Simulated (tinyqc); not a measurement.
On-chip power grid, static voltage drop by conjugate gradients: one step of the calculation.

A grid of 4 rows and 3 columns, node k = 3 row + column. Neighbours in a row are joined by Rx, in a column by Ry; pad nodes, which reach the supply through Rp: 0, 11. Each node draws I0, node 0 draws kh I0. The drops u = Vdd - V solve G u = i, with G the conductance matrix (1/Rp added on the diagonal at pad nodes).

Problem. Conjugate-gradient step. q = G p; a = (r.r)/(p.q); u(new) = u + a p; r(new) = r - a q; b = (r.r)(new)/(r.r); p(new) = r(new) + b p.

Inputs (values chosen for the exercise): resistance of a horizontal segment Rx = 1.1 ohm; resistance of a vertical segment Ry = 0.19 ohm; resistance from a pad node to the supply Rp = 0.039 ohm.

u after iteration 1 (mV):
```
            col 0       col 1       col 2
row 0  0.81110141  0.27036714  0.27036714
row 1  0.27036714  0.27036714  0.27036714
row 2  0.27036714  0.27036714  0.27036714
row 3  0.27036714  0.27036714  0.27036714
```

r after iteration 1 (mA):
```
            col 0     col 1      col 2
row 0  -12.735019  4.291577   3.800000
row 1    6.645970  3.800000   3.800000
row 2    3.800000  3.800000   3.800000
row 3    3.800000  3.800000  -3.132491
```

p after iteration 1 (mA):
```
           col 0     col 1     col 2
row 0   1.084708  8.898152  8.406576
row 1  11.252545  8.406576  8.406576
row 2   8.406576  8.406576  8.406576
row 3   8.406576  8.406576  1.474085
```

Find: q; a; u after iteration 2; r after iteration 2; b; p after iteration 2.

Solution.

q (mA S):
```
        col 0  col 1  col 2
row 0  -32.81  10.14  -0.45
row 1   71.08  -5.17   0.00
row 2  -14.98   0.00  36.49
row 3    0.00   6.30  -4.99
```

a = 0.3387 ohm

u after iteration 2 (mV):
```
       col 0  col 1  col 2
row 0  1.179  3.284  3.118
row 1  4.082  3.118  3.118
row 2  3.118  3.118  3.118
row 3  3.118  3.118  0.770
```

r after iteration 2 (mA):
```
        col 0  col 1  col 2
row 0   -1.62   0.86   3.95
row 1  -17.43   5.55   3.80
row 2    8.87   3.80  -8.56
row 3    3.80   1.67  -1.44
```

b = 1.582

p after iteration 2 (mA):
```
       col 0  col 1  col 2
row 0   0.09  14.93  17.25
row 1   0.37  18.85  17.10
row 2  22.17  17.10   4.74
row 3  17.10  14.96   0.89
```

Numbers from tinyqc (`OMP_NUM_THREADS=1 python tinyqc.py 2770124 2770125 out.jsonl`; about 0.1 s on one thread of a shared Intel Xeon 2.30GHz).
